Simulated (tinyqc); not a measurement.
# Changing the time t

Model: grain-boundary diffusion: Harrison regimes, Fisher and Le Claire analysis, Hart average. Computed by tinyqc, a small Python program. Command: `OMP_NUM_THREADS=1 python tinyqc.py 3016952 3016953 out.jsonl gbdiff sweep`. One thread of a shared host (Intel(R) Xeon(R) Processor @ 2.30GHz), about 0.01 s of CPU time with the checks.

A boundary is a slab of width delta with diffusivity D_b, normal to a surface held at constant concentration; it leaks into grains of diffusivity D.

Inputs (values chosen for the exercise, for a model polycrystal):

| quantity | value | unit |
|---|---|---|
| lattice prefactor D0 | 0.00012 | m^2/s |
| lattice activation energy E | 2 | eV |
| boundary prefactor D0b | 4.3e-06 | m^2/s |
| boundary activation energy E_b | 1.2 | eV |
| boundary width delta | 0.56 | nm |
| segregation factor s | 10 | - |
| grain size d | 0.027 | um |
| temperature T | 698 | K |

Constants: k_B = 8.617333262e-05 eV/K.

Method:
- D = D0 exp(-E/(k_B T)), D_b = D0b exp(-E_b/(k_B T)).
- Triple product P = s delta D_b.
- l = sqrt(D t); P = s delta D_b; alpha = s delta/(2 l); beta = P/(2 D l). Regime A if l > 3 d, C if alpha > 1, B if alpha < 0.1, l < d/4 and beta > 10, otherwise a transition.
- Fisher: the mean concentration falls as exp(-y/y_F), y_F = sqrt(P) (pi t/(4 D))^(1/4), with the boundary equation P d2c/dy2 = 2 c sqrt(D/(pi t)). Le Claire (from the Whipple solution): ln c falls as -(y/y_L)^(6/5) with P = 1.322 sqrt(D/t) y_L^2.

One run for each value:

| time t (s) | Le Claire depth y_L (um) | lattice diffusion length l (um) | beta | alpha |
|---|---|---|---|---|
| 1.00e+01 | 0.43 | 2.086e-03 | 2.874e+04 | 1.342e+00 |
| 1.00e+02 | 0.77 | 6.596e-03 | 9.087e+03 | 4.245e-01 |
| 1.00e+03 | 1.38 | 2.086e-02 | 2.874e+03 | 1.342e-01 |
| 1.00e+04 | 2.45 | 6.596e-02 | 9.087e+02 | 4.245e-02 |
| 1.00e+05 | 4.35 | 2.086e-01 | 2.874e+02 | 1.342e-02 |
| 1.00e+06 | 7.73 | 6.596e-01 | 9.087e+01 | 4.245e-03 |
| 1.00e+07 | 13.75 | 2.086e+00 | 2.874e+01 | 1.342e-03 |

Describe and explain the trends.

Over the rows, Le Claire depth y_L (um) rises from 0.435 to 13.8 (exponent d ln y / d ln x about 0.25 throughout); lattice diffusion length l (um) rises from 0.00209 to 2.09 (exponent d ln y / d ln x about 0.50 throughout); beta falls from 28700 to 28.7 (exponent d ln y / d ln x about -0.50 throughout). The exponent of Le Claire depth y_L stays at 0.25: the Le Claire depth goes as (t/D)^(1/4) at fixed P. The exponent of beta stays at -0.50: beta = P/(2 D sqrt(D t)).

Caution (all rows): the Fisher and Le Claire forms need regime B with beta above 10.
